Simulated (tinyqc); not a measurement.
# Energy and delay of logic against supply voltage: what changes with what

One expression serves below and above threshold: I(Vg) = Ik [ln(1 + exp((Vg - VT + dd V)/(al nf Vt)))]^al, with I_on = I(V) and I_off = I(0). Gate delay td = kd C V/I_on, clock period LD td. Per gate and cycle the switching energy is act C V^2 and the leakage energy I_off V LD td. No short-circuit current, no variation. Minima are sought above 0.09 V; below a few Vt gates no longer switch and the model has no meaning.

Values chosen for this exercise; values of the order met in logic technologies: temperature T = 300 K; threshold voltage at zero drain bias VT = 0.27 V; slope factor nf = 1.25; barrier lowering per volt of supply dd = 0.06; specific current of a gate Ik = 1.2 uA; exponent of the current law al = 1.84; load capacitance of a gate C = 2.9 fF; delay factor kd = 0.6; logic depth LD = 30; activity factor act = 0.1.

Constants: q = 1.602176634e-19 C, kB = 1.380649e-23 J/K, Vt = kB T/q. Results are converted to the units shown.

Each table varies one quantity; the others keep the values above.

## Energy and delay against supply voltage

EDP = energy times td.

Energy and delay against supply voltage:

| V (V) | I_on (uA) | I_off (nA) | td (ps) | switching (aJ) | leakage (aJ) | energy (aJ) | EDP (fJ ps) |
|---|---|---|---|---|---|---|---|
| 0.15 | 0.03383 | 0.3686 | 7716 | 6.525 | 12.80 | 19.32 | 149.1 |
| 0.27 | 0.8681 | 0.4599 | 541.2 | 21.14 | 2.016 | 23.16 | 12.53 |
| 0.38 | 5.714 | 0.5633 | 115.7 | 41.88 | 0.7431 | 42.62 | 4.932 |
| 0.5 | 18.22 | 0.7026 | 47.76 | 72.50 | 0.5034 | 73.00 | 3.487 |
| 0.62 | 37.72 | 0.8762 | 28.60 | 111.5 | 0.4661 | 111.9 | 3.201 |
| 0.73 | 61.21 | 1.072 | 20.75 | 154.5 | 0.4874 | 155.0 | 3.217 |
| 0.85 | 92.61 | 1.337 | 15.97 | 209.5 | 0.5443 | 210.1 | 3.355 |
| 0.97 | 129.8 | 1.665 | 13.00 | 272.9 | 0.6300 | 273.5 | 3.555 |
| 1.08 | 168.9 | 2.037 | 11.12 | 338.3 | 0.7340 | 339.0 | 3.771 |
| 1.2 | 216.9 | 2.536 | 9.628 | 417.6 | 0.8788 | 418.5 | 4.029 |

td falls from 7720 to 9.63 ps; the energy rises from 19.3 to 418 aJ and the EDP goes from 149 through a minimum of 3.20 (at V = 0.62 V among the rows listed) to 4.03 fJ ps. The exact minima lie at V = 0.190 V for the energy and 0.660 V for the EDP. Going from 1.2 V to the energy minimum saves a factor of 24.3 in energy and costs a factor of 310 in delay. Below the minimum the leakage energy rises faster than the switching energy falls, because the clock period grows so steeply.

## Optimum supplies against the activity factor

Same model as above.

V_min minimises the energy and V_EDP the product of energy and td.

Result of one run:

| act | V_min (V) | energy at V_min (aJ) | leakage share (%) | clock at V_min (MHz) | V_EDP (V) | clock at V_EDP (GHz) |
|---|---|---|---|---|---|---|
| 0.002 | 0.3765 | 1.580 | 47.96 | 278.1 | 0.7396 | 1.645 |

What becomes of these results when the activity factor act is changed from 0.002 to 0.05, all else the same?

Result of the changed run:

| act | V_min (V) | energy at V_min (aJ) | leakage share (%) | clock at V_min (MHz) | V_EDP (V) | clock at V_EDP (GHz) |
|---|---|---|---|---|---|---|
| 0.05 | 0.2211 | 11.17 | 36.59 | 22.72 | 0.6625 | 1.335 |

The whole series:

| act | V_min (V) | energy at V_min (aJ) | leakage share (%) | clock at V_min (MHz) | V_EDP (V) | clock at V_EDP (GHz) |
|---|---|---|---|---|---|---|
| 0.002 | 0.3765 | 1.580 | 47.96 | 278.1 | 0.7396 | 1.645 |
| 0.005 | 0.3274 | 2.634 | 40.99 | 155.1 | 0.6974 | 1.475 |
| 0.01 | 0.2936 | 4.015 | 37.72 | 93.16 | 0.6793 | 1.403 |
| 0.02 | 0.2618 | 6.223 | 36.12 | 52.76 | 0.6691 | 1.362 |
| 0.05 | 0.2211 | 11.17 | 36.59 | 22.72 | 0.6625 | 1.335 |
| 0.1 | 0.1899 | 17.21 | 39.22 | 11.16 | 0.6602 | 1.326 |
| 0.2 | 0.1565 | 25.77 | 44.90 | 5.044 | 0.6590 | 1.321 |

As act goes from 0.002 to 0.2, V_min falls from 0.377 to 0.156 V, the energy there rises from 1.58 to 25.8 aJ, the clock there falls from 278 to 5.04 MHz and V_EDP falls from 0.740 to 0.659 V. act and LD enter V_min only through the ratio act/LD.

Numbers from tinyqc (`OMP_NUM_THREADS=1 python tinyqc.py 2082062 2082063 out.jsonl`; about 0.01 s on one thread of a shared Intel Xeon 2.30GHz).
